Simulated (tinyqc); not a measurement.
# Changing the deposition rate F

Model: epitaxial growth on a vicinal surface: Burton-Cabrera-Frank step flow, step-edge barrier and island nucleation. Computed by tinyqc, a small Python program. Command: `OMP_NUM_THREADS=1 python tinyqc.py 3023818 3023819 out.jsonl stepflow sweep`. One thread of a shared host (Intel(R) Xeon(R) Processor @ 2.30GHz), about 0.05 s of CPU time with the checks.

Adatoms land at rate F, hop on a square grid (a simplification for hexagonal faces), desorb, or join steps. Lengths are in units of a and n is the adatom coverage. Steps ascend at x = 0 and descend at x = l.

Inputs (values chosen for the exercise, close to those used for Si(111)):
```
quantity,value,unit
site spacing a,3.84,angstrom
step height h,3.14,angstrom
diffusion barrier E_d,1.11,eV
desorption energy E_a,3.12,eV
adatom formation energy E_f,1.15,eV
step-edge barrier E_s,0.19,eV
attempt frequency nu,5,THz
miscut angle,0.3,degrees
temperature T,860,C
critical nucleus size i,1,-
```

Constants: k_B = 8.617333262e-05 eV/K.

Method:
- D = nu exp(-E_d/(k_B T)) (a^2/s, nu counted per direction); tau = exp(E_a/(k_B T))/nu; x_s = sqrt(D tau); n_eq = exp(-E_f/(k_B T)); terrace width l = h/(a tan(miscut)); Schwoebel length l_s = exp(E_s/(k_B T)) - 1.
- Temperatures in kelvin are T(C) + 273.15.
- D n'' - n/tau + F = 0 with n(0) = n_eq and -l_s n'(l) = n(l) - n_eq. With u = n - F tau, A = n_eq - F tau, y = l/x_s, s = l_s/x_s: u = A cosh(x/x_s) + B sinh(x/x_s), B = A (1 - cosh y - s sinh y)/(sinh y + s cosh y). Flux into the ascending step J+ = D B/x_s, over the descending one J- = -(D/x_s)(A sinh y + B cosh y); step velocity J+ + J-; growth rate (J+ + J-)/l. For small y: J+ + J- = (F - n_eq/tau) l, J-/J+ = l/(l + 2 l_s).
- The coverage peaks where n' = 0, tanh(x/x_s) = -B/A.
- Island density on a flat surface without desorption: N = 0.25 (F/D)^(i/(i+2)) exp(E_i/((i+2) k_B T)) per site, with E_i = 0 for i = 1; spacing l_n = N^(-1/2). Step flow needs an effective width l_eff = 2 x(peak) below l_n.

One run for each value:
```
deposition rate F (layers/s),island density N on a flat surface (per site),ratio l_eff/l_n,growth rate (layers/s),peak coverage
0.003,0.000093,1.564,2.999e-03,0.000008
0.009,0.000134,1.878,8.999e-03,0.000008
0.03,0.000201,2.295,3.000e-02,0.000009
0.09,0.000290,2.756,9.000e-02,0.000013
0.9,0.000624,4.046,9.000e-01,0.000059
3,0.000932,4.945,3.000e+00,0.000178
9,0.001345,5.939,9.000e+00,0.000518
30,0.002009,7.258,3.000e+01,0.001708
```

Give the missing row, deposition rate F (layers/s) = 0.3.

Computed row; columns: (1) deposition rate F (layers/s); (2) island density N on a flat surface (per site); (3) ratio l_eff/l_n; (4) growth rate (layers/s); (5) peak coverage:
```
(1)       (2)    (3)        (4)       (5)
0.3  0.000433  3.369  3.000e-01  0.000025
```

Interpolating between the two neighbouring rows (the first column on a logarithmic scale, the others too where they are positive) misses most in peak coverage, by 15 %. Over the rows, island density N on a flat surface (per site) rises from 9.32e-5 to 0.00201 (exponent d ln y / d ln x about 0.33 throughout); ratio l_eff/l_n rises from 1.56 to 7.26 (exponent d ln y / d ln x about 0.17 throughout); growth rate (layers/s) rises from 0.00300 to 30.0 (exponent d ln y / d ln x about 1.0 throughout). The exponent of island density N on a flat surface stays at 0.33: i/(i+2) with i = 1. The exponent of growth rate stays at 1: the growth follows the flux. At the high end the exponent of peak coverage is 0.99, close to 1: the excess over n_eq dominates.

Caution (all rows): twice the distance from the ascending step to the coverage peak exceeds the expected island spacing [0.25 (F/D)^(i/(i+2)) exp(E_i/((i+2) k_B T))]^(-1/2) by 40 % or more, so islands nucleate and the step-flow values are formal. Caution (all rows): the prefactor 0.25 and the criterion are estimates, good to a factor of about two in length.

Extremes, crossings and ranges named in words are read from the listed rows.
